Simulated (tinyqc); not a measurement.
# Short-channel transistor, virtual-source model with series resistance: effect of the temperature on the on and off currents

The current per gate width is the charge at the top of the source barrier (the virtual source) times its velocity times a saturation function; al and be are fitting constants of the model. Units: I in uA/um, Rs in ohm um, so I Rs = 1e-6 I Rs in volts; Q in uC/cm^2, so I = 1e-4 Q vx0 Fsat with vx0 in cm/s.

Intrinsic voltages Vg' = Vgs - I Rs, Vd' = Vds - 2 I Rs. n = n0 + nd Vd', VT = VT0 - dl Vd', Ff = 1/(1 + exp((Vg' - VT + al Vt/2)/(al Vt))), Q = Cinv n Vt ln(1 + exp((Vg' - VT + al Vt Ff)/(n Vt))), Vdsat = (vx0 L/mu)(1 - Ff) + Vt Ff, Fsat = u/(1 + u^be)^(1/be) with u = Vd'/Vdsat, and I = Q vx0 Fsat per width. I is solved self-consistently. Ion is I at Vgs = Vds = 0.75 V, Ioff at Vgs = 0, Vds = 0.75 V, and Rlin = Vds/I at Vgs = 0.75 V, Vds = 0.05 V. mu, vx0, VT0, dl and n0 are held fixed.

Inputs (values chosen for the exercise): inversion capacitance Cinv = 1.39 uF/cm^2; velocity at the virtual source vx0 = 1.81e7 cm/s; apparent mobility mu = 270 cm^2/(V s); channel length L = 25 nm; threshold at zero drain voltage VT0 = 0.41 V; drain-induced barrier lowering dl = 0.191 V/V; subthreshold factor n0 = 1.53; growth of n with drain voltage nd = 0 1/V; threshold shift (in units of Vt) from weak to strong inversion al = 3.5; sharpness of saturation be = 2; series resistance of each contact Rs = 120 ohm um.

Constants: q = 1.602176634e-19 C, kB = 1.380649e-23 J/K, Vt = kB T/q. Results are converted to the units shown.

Result of one run:

| Ion (uA/um) | Ioff (nA/um) | log10(Ion/Ioff) | Rlin (ohm um) |
|---|---|---|---|
| 831.6 | 25.25 | 4.518 | 442.7 |

Which temperature T gave this result: 200, 230, 290 or 380 K?

T = 200 K.

The whole series:

| T (K) | Ion (uA/um) | Ioff (nA/um) | log10(Ion/Ioff) | Rlin (ohm um) |
|---|---|---|---|---|
| 200 | 831.6 | 25.25 | 4.518 | 442.7 |
| 230 | 832.0 | 105.0 | 3.899 | 442.1 |
| 260 | 832.6 | 313.5 | 3.424 | 441.3 |
| 290 | 833.5 | 743.6 | 3.050 | 440.2 |
| 320 | 834.7 | 1493 | 2.748 | 438.9 |
| 350 | 836.3 | 2647 | 2.500 | 437.4 |
| 380 | 838.2 | 4269 | 2.293 | 435.8 |
| 410 | 840.4 | 6397 | 2.119 | 434.0 |

As T goes from 200 to 410 K, Ion rises from 832 to 840 uA/um, Ioff rises from 25.3 to 6400 nA/um and Rlin falls from 443 to 434 ohm um. Ion changes by a factor of 1.01 and Ioff by 253. For T = 320 to 410 K the off current passes 1 uA/um, so the device is hardly off at Vgs = 0.

tinyqc, about 0.01 s, one thread, Intel Xeon 2.30GHz (shared host): `OMP_NUM_THREADS=1 python tinyqc.py 2380039 2380040 out.jsonl`
